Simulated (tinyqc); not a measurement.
# Arrhenius plot from several rate windows

Emission rate en = sn vth(T) Nc(T) exp(-Et/kB T) = sn g T^2 exp(-Et/kB T), g = vth Nc/(300 K)^2, as vth goes as T^0.5 and Nc as T^1.5 (degeneracy factor 1). Each window ew gives the temperature where en = ew.

Values chosen for this exercise; material values close to those of silicon:
- Nc = 2.83e19 cm^-3 (conduction-band density of states at 300 K)
- vth = 2.3e7 cm/s (thermal velocity at 300 K)
- Et = 0.44 eV (depth of the trap below the conduction edge)
- sn = 6.6e-16 cm^2 (capture cross-section)

Constants: q = 1.602176634e-19 C, kB = 1.380649e-23 J/K. Results are converted to the units shown.

Results:
```
ew (1/s)  T peak (K)  q/kB T (1/eV)  ln(ew/T^2)   ln ew
1.7            200.6          57.84      -10.07  0.5306
5.1            209.0          55.53      -9.055   1.629
15             217.8          53.27      -8.060   2.708
47             228.1          50.88      -7.009   3.850
140            238.7          48.61      -6.009   4.942
1300           263.8          44.00      -3.980   7.170
3900           278.0          41.74      -2.987   8.269
```

Estimate the missing row, ew = 430 1/s.

Computed row:
```
ew (1/s)  T peak (K)  q/kB T (1/eV)  ln(ew/T^2)  ln ew
430            250.7          46.28      -4.985  6.064
```

With this row back in the table: The peak rises from 201 to 278 K. ln(ew/T^2) against q/kB T is a straight line of slope -0.4400 eV, the trap depth. Its intercept gives sn = 6.60e-16 cm^2. Leaving out the T^2 gives 0.4805 eV, too high by about 2 kB T.

Numbers from tinyqc (`OMP_NUM_THREADS=1 python tinyqc.py 2050169 2050170 out.jsonl`; about 0.01 s on one thread of a shared Intel Xeon 2.30GHz).
